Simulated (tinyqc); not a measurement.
# Worked calculation: polycrystalline film, grain-boundary barriers (Seto model)

tinyqc, about 0.01 s, one thread, Intel Xeon 2.30GHz (shared host): `OMP_NUM_THREADS=1 python tinyqc.py 2610058 2610059 out.jsonl` Printed values are rounded.

One-dimensional grains of size Lg with donors N; each boundary has Qt acceptor-like traps per area at one level Et below the band edge. Trapped electrons qt deplete a width w = qt/N (both sides together) and raise a barrier Vb = q N w^2/(8 eps0 eps_r). Current crosses the barriers by thermionic emission at small bias. Abrupt depletion, full ionisation, Boltzmann statistics.

Values chosen for this exercise; values close to those of polycrystalline silicon:
- T = 300 K (temperature)
- eps_r = 11.7 (relative permittivity of the semiconductor)
- Lg = 30 nm (grain size)
- Qt = 3.8e12 cm^-2 (trap density at a boundary)
- N = 8.9e18 cm^-3 (donor density)
- mg = 230 cm^2/(V s) (mobility inside a grain)
- vc = 3.1e6 cm/s (collection velocity at the barrier)
- Nc = 2.8e19 cm^-3 (conduction-band density of states at T)
- Et = 0.57 eV (trap level below the band edge)

Constants: q = 1.602176634e-19 C, kB = 1.380649e-23 J/K, Vt = kB T/q, eps0 = 8.8541878128e-14 F/cm where lengths are in cm. Results are converted to the units shown.

Range of the model: The barrier is under 2 Vt, where the abrupt-depletion and emission pictures are rough.

## Critical doping and limits of the barrier

N* = Qt/Lg; fully depleted grains have Vb = q N Lg^2/(8 eps0 eps_r), filled traps Vb = q Qt^2/(8 eps0 eps_r N); the true barrier cannot exceed the smaller.

N* = 1.266667e18 cm^-3
Vb, fully depleted = 1.548525 V
Vb, traps filled = 0.03136628 V

## Iteration 1: trapped charge

qt at the start = 3.5e12 cm^-2

w = qt/N, Vb = q N w^2/(8 eps0 eps_r), out = Qt/(1 + 2 (Nc/N) exp((Vb - Et)/Vt)); qt(new) = out.

w = 3.932584 nm
Vb = 0.02660920 V
out = 3.800000e12 cm^-2
qt after iteration 1 = 3.800000e12 cm^-2

## Course of the iteration: trapped charge

Stop when qt changes by less than 10000 cm^-2, or after 60 iterations.

Course of the iteration:
```
iteration   qt (cm^-2)  |change| (cm^-2)
1          3.800000e12           3.00e11
2          3.800000e12              3590
```

Converged in 2 iterations. The change falls from 3.0e11 in the first iteration to below the tolerance in the last.

## Barrier, resistivity and effective mobility

Partly depleted grains: the density at the grain centre is n0 = N and qt = Qt/(1 + 2 (Nc/N) exp((Vb - Et)/Vt)). If that gives qt >= N Lg, the grains are fully depleted: qt = N Lg, w = Lg and n0 = 2 Nc exp((Vb - Et)/Vt)/(Qt/(N Lg) - 1). Resistivity: barriers rb = Vt exp(Vb/Vt)/(q n0 vc Lg), grain interior rg = (1 - w/Lg)/(q mg N); effective mobility 1/(q N (rb + rg)).

qt = 3.800000e12 cm^-2
w = 4.269663 nm
Vb = 0.03136628 V
n0 = 8.9e18 cm^-3
rb = 0.006559052 ohm cm
rg = 0.002615146 ohm cm
effective mobility = 76.44190 cm^2/(V s)

The grains are partly depleted, 100 % of the traps are filled and the barriers give 71.5 % of the resistivity.
